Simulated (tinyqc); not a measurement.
## Minority carriers and saturation current of a heavily doped emitter: effect of the contact

n-type, parabolic bands, full ionisation. eta = (EF - Ec)/kB T solves N = Nc F12(eta), F12(x) = (2/sqrt(pi)) int_0^infinity sqrt(u)/(1 + exp(u - x)) du. The gap shrinks rigidly by dEg = E1 [ln(N/N0) + sqrt(ln^2(N/N0) + 0.5)], an empirical law that is here taken as the true narrowing.

ni = sqrt(Nc Nv) exp(-Eg/(2 Vt)), Eg in volts; degeneracy factor g = F12(eta) exp(-eta); nie^2 = ni^2 exp(dEg/kB T) g, p0 = nie^2/N; apparent narrowing dEg + kB T ln g. 1/tau = Cn N^2 + 1/ts, D = mup Vt, L = sqrt(D tau); J0 = (q p0 D/L)(s + tanh(W/L))/(1 + s tanh(W/L)), s = S L/D; the share recombining inside is 1 - 1/[cosh(W/L)(1 + tanh(W/L)/s)].

Inputs (values chosen for the exercise); band and dielectric values close to those of silicon: temperature T = 300 K; band gap Eg = 1.14 eV; conduction-band density of states at 300 K Nc = 2.79e19 cm^-3; valence-band density of states at 300 K Nv = 2.65e19 cm^-3; ionised donor density N = 3.1e19 cm^-3; energy of the narrowing law E1 = 7 meV; density of the narrowing law N0 = 1.3e17 cm^-3; minority-hole mobility mup = 220 cm^2/(V s); Auger coefficient Cn = 1.7e-31 cm^6/s; defect lifetime ts = 4 us; emitter width W = 800 nm.

Constants: q = 1.602176634e-19 C, kB = 1.380649e-23 J/K, Vt = kB T/q. Results are converted to the units shown.

Results:
```
S (cm/s)  J0 (fA/cm^2)  share inside (%)
80               44.62             99.41
340              45.40             97.55
1500             48.80             90.09
26000            102.5             37.99
1.1e5            178.9             17.77
4.8e5            240.4             10.84
2.1e6            263.3             9.083
8.8e6            269.2             8.677
```

Estimate the missing row, S = 6200 cm/s.

Computed row:
```
S (cm/s)  J0 (fA/cm^2)  share inside (%)
6200             61.61             69.42
```

With this row back in the table: J0 rises from 44.6 to 269 fA/cm^2, between the limits q p0 (D/L) tanh(W/L) = 44.4 and q p0 (D/L) coth(W/L) = 271; W/L = 0.43, so passivating the contact can gain at most a factor of 6.11.

Range of the model: Band tails, non-parabolic bands and incomplete ionisation are left out.

tinyqc, about 0.01 s, one thread, Intel Xeon 2.30GHz (shared host): `OMP_NUM_THREADS=1 python tinyqc.py 2330087 2330088 out.jsonl`
